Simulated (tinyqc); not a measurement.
# Input admittance of a MOSFET at zero drain bias: distributed channel and distributed gate: effects of single changes

Source and drain grounded, strong inversion, w = 2 pi f, Cox = eps0 eox/tox. The channel is an RC line of resistance 1/(mu Cox Vo) per square fed from both ends, so one finger has the intrinsic admittance y = i w Cox L tanh(g)/g per width, g = (1/2) sqrt(i w tau), tau = L^2/(mu Vo). The vertical resistance rv/L is in series with y, the overlaps 2 i w Cov in parallel: y_t = 1/(1/y + rv/L) + 2 i w Cov. The gate strip is a line of Rsh/L per length loaded by y_t, so a finger has Y = y_t Wf tanh(k)/k, k = (Wf/sd) sqrt(y_t Rsh/L); the device has Nf Y.

Parameters, values chosen for the exercise; values of the order met in silicon radio-frequency transistors: relative permittivity of the gate insulator (close to silicon dioxide) eox = 3.9; insulator thickness tox = 3.2 nm; channel length L = 0.42 um; finger width Wf = 3.1 um; number of fingers Nf = 8; channel mobility mu = 170 cm^2/(V s); gate overdrive Vo = 0.64 V; sheet resistance of the gate Rsh = 3.5 ohm/square; vertical resistivity of the gate stack rv = 3.8 ohm um^2; number of ends at which a finger is contacted sd = 2; overlap and fringe capacitance on each side Cov = 0.32 fF/um; frequency f = 27 GHz.

Constants: eps0 = 8.8541878128e-14 F/cm where lengths are in cm. Results are converted to the units shown.

Each table varies one quantity; the others keep the values above.

## Input impedance against frequency

Low-frequency limits, with c = Cox L and ct = c + 2 Cov: R_strip = Rsh Wf/(3 sd^2 L Nf), R_ch = (c/ct)^2 L/(12 mu Cox Vo Wf Nf), R_vert = (c/ct)^2 rv/(L Wf Nf), C = ct Wf Nf. Z = 1/(Nf Y) = R + 1/(i w C), Q = |Im Z|/R, far-point signal |1/cosh k|.

The same in every row: low-frequency R (ohm) = 9.7790.

Input impedance against frequency:
```
f (GHz)     w tau       |k|  R (ohm)  C (fF)       Q  signal at the far point
0.3      0.030561  0.013971   9.7790  128.27  422.94                   1.0000
0.6      0.061122  0.019758   9.7790  128.27  211.47                   1.0000
2         0.20374  0.036070   9.7787  128.26  63.448                  0.99999
4         0.40748  0.050995   9.7777  128.23  31.735                  0.99996
9         0.91684  0.076368   9.7723  128.05  14.131                  0.99980
20         2.0374   0.11296   9.7459  127.21  6.4187                  0.99903
50         5.0935   0.17074   9.5767  122.05  2.7233                  0.99506
100        10.187   0.21689   9.0299  107.84  1.6343                  0.98798
300        30.561   0.28396   5.9973  64.602  1.3693                  0.97702
```

What does the table show?

R falls from 9.78 to 6.00 ohm and C falls from 128 to 64.6 fF. Q goes as f^(-1.00) between the first two rows and f^(-0.16) between the last two, where w tau = 30.6 and |k| = 0.284. The low-frequency limits hold both R and C within 5 % up to f = 50 GHz among the rows.

## Effect of the channel length

Same model as above.

Effect of the channel length:
```
L (um)    w tau      |k|  R (ohm)  low-frequency R (ohm)  C (fF)      Q  signal at the far point
0.03    0.01403   0.2141    4.440                  4.441   23.90  55.55                   0.9998
0.058   0.05245   0.1764    3.000                  3.000   31.39  62.59                   0.9998
0.11     0.1887   0.1539    2.944                  2.944   45.30  44.20                   0.9998
0.22     0.7547   0.1396    4.849                  4.852   74.64  16.29                   0.9994
0.42      2.751   0.1302    9.719                  9.779   126.4  4.800                   0.9983
0.8       9.979   0.1097    19.01                  20.15   198.0  1.565                   0.9968
1.6       39.92  0.07282    26.76                  42.74   198.1  1.112                   0.9982
3         140.3  0.05311    26.14                  82.65   193.9  1.163                   0.9991
```

As L goes from 0.03 to 3, R moves up and down between 2.94 and 26.8 ohm, C goes from 23.9 through a maximum of 198 (at L = 1.6 among the rows listed) to 194 fF and Q moves up and down between 1.11 and 62.6.

Numbers from tinyqc (`OMP_NUM_THREADS=1 python tinyqc.py 2262233 2262234 out.jsonl`; about 0.01 s on one thread of a shared Intel Xeon 2.30GHz).
